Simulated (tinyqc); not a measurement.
Worked calculation: scattering of inversion-layer electrons by surface optical phonons of the gate insulator (remote phonon scattering). Computed by tinyqc, a small Python program that keeps every step. Command: `OMP_NUM_THREADS=1 python tinyqc.py 3110779 3110780 out.jsonl sophonon walk`. One thread of a shared host (Intel(R) Xeon(R) Processor @ 2.30GHz), about 0.02 s of CPU time with the checks. Intermediate numbers are printed to about 6 digits and carried at full precision; extremes and crossings named in words are read from the listed rows.

One subband with the Fang-Howard envelope; insulator and channel are half-spaces, the gate is far away, and an interlayer only moves the polar surface away by t (its own modes and its permittivity contrast are left out).

Inputs (values chosen for the exercise, modelled on HfO2 on silicon): static constant of the insulator eps_0s = 22.2; intermediate constant eps_i = 6.7; optical constant eps_inf = 4.98; hbar omega_TO1 = 12.4 meV; hbar omega_TO2 = 48.2 meV; constant of the channel eps_s = 11.7; in-plane mass m = 0.186 m_0; valleys g_v = 2; sheet density n = 1.3e+12 1/cm^2; mean distance of the electrons z0 = 3/b = 1.6 nm; interlayer thickness t = 0 nm; temperature T = 300 K; electron energy E = 69 meV; mobility from other processes = 330 cm^2/(V s).

Screening by the channel electrons: static.

Constants: k_B = 8.617333262e-05 eV/K; hbar^2/(2 m_0) = 3.80998212 eV angstrom^2; e^2/(4 pi eps_0) = 14.39964548 eV angstrom; hbar = 6.582119569e-16 eV s; e = 1.602176634e-19 C; m_0 = 9.1093837015e-31 kg.

## Surface modes and strengths

eps(w) = eps_inf + (eps_0s - eps_i) w1^2/(w1^2 - w^2) + (eps_i - eps_inf) w2^2/(w2^2 - w^2). Surface modes solve eps(w) + eps_s = 0, a quadratic in w^2; the strength of a mode is g = 2/(w d eps/dw). Occupation N = 1/(exp(hbar w/(k_B T)) - 1).

hbar omega_SO (meV): 1 16.7820, 2 50.7722

strengths g: 1 0.0242032, 2 0.0062503

occupations N: 1 1.09418, 2 0.16320

hbar omega g (2 N + 1) (meV): 1 1.29504, 2 0.42092

The lower mode has the larger hbar omega g N, the prefactor of absorption before the dependence on q: 0.444 and 0.0518 meV.

## The electron gas

Density of states D = g_v m/(pi hbar^2); eta = E_F/(k_B T) = ln(exp(n/(D k_B T)) - 1); screening wave number q_s = e^2 D/(2 eps_0 eps_avg) x 1/(1 + exp(-eta)), eps_avg = (eps_s + eps_inf)/2; b = 3/z0.

D = 1.55396e+14 1/(eV cm^2)

eta = -0.962086

q_s = 0.466057 1/nm

b = 1.875 1/nm

## Squared matrix elements

For a mode of strength g, without the occupation factor, Area x |M(q)|^2 = e^2 hbar w g/(2 eps_0 q) x (b/(b + q))^6 exp(-2 q t) / (1 + (q_s/q) H(q))^2, H = (1 + 9 x/8 + 3 x^2/8)/(1 + x)^3, x = q/b.

Area x |M|^2 (meV^2 nm^2):
```
q (1/nm)  (b/(b + q))^6  exp(-2 q t)   mode 1   mode 2
0.05           0.853932            1   643.72  502.927
0.10           0.732158            1   983.15  768.116
0.20           0.544376            1  1162.79  908.464
0.30           0.410442            1  1054.10  823.551
0.50           0.242117            1   687.82  537.383
0.80           0.118595            1   317.16  247.788
1.20           0.051397            1   115.98   90.612
```

## Rates at the energy E

Approximate momentum relaxation rate, taking tau v alike in the initial and final states: 1/tau = (m/(2 pi hbar^3)) sum over modes and over absorption (N, E' = E + hbar w) and emission (N + 1, E' = E - hbar w > 0) of [(1 - f(E'))/(1 - f(E))] int_0^(2 pi) Area |M(q)|^2 (1 - cos theta) d theta, q^2 = k^2 + k'^2 - 2 k k' cos theta, f the Fermi function; 48 midpoints in theta from 0 to pi.

rates (1/ps): mode 1 absorption 0.84212, mode 1 emission 2.00956, mode 2 absorption 0.07897, mode 2 emission 1.07707

tau at E = 249.519 fs

## Mobility

mu = (e/m) int tau E f (1 - f) dE/(k_B T int f dE), by 300 midpoints from 0 to (max(eta, 0) + 14) k_B T; Matthiessen sum with the other processes.

remote-phonon mobility = 2482.62 cm^2/(V s)

total mobility = 291.282 cm^2/(V s)

loss of mobility = 11.7328 %

Caution: a relaxation time is only an approximation for inelastic scattering, and static or no screening brackets the true dynamic screening only roughly.

## What an interlayer buys

The formulas are those given above.

Against the interlayer thickness:
```
t (nm)  remote-phonon mobility (cm^2/(V s))  total (cm^2/(V s))
0.0                                  2482.6             291.282
0.3                                  3942.1             304.509
0.6                                  6142.1             313.174
1.0                                 10674.9             320.104
1.5                                 19917.7             324.622
2.0                                 34662.5             326.888
3.0                                 88815.9             328.778
```

1 nm of interlayer raises the remote-phonon mobility by a factor 4.30, as exp(2 q t) with an effective q of 0.73 per nm; between 2 and 3 nm the effective q is 0.47. The total goes from 291 to 320 over the first nanometre.

Checks made by the program: sum of strengths against 1/(eps_s + eps_inf) - 1/(eps_s + eps_0s) (relative difference below 1e-10).
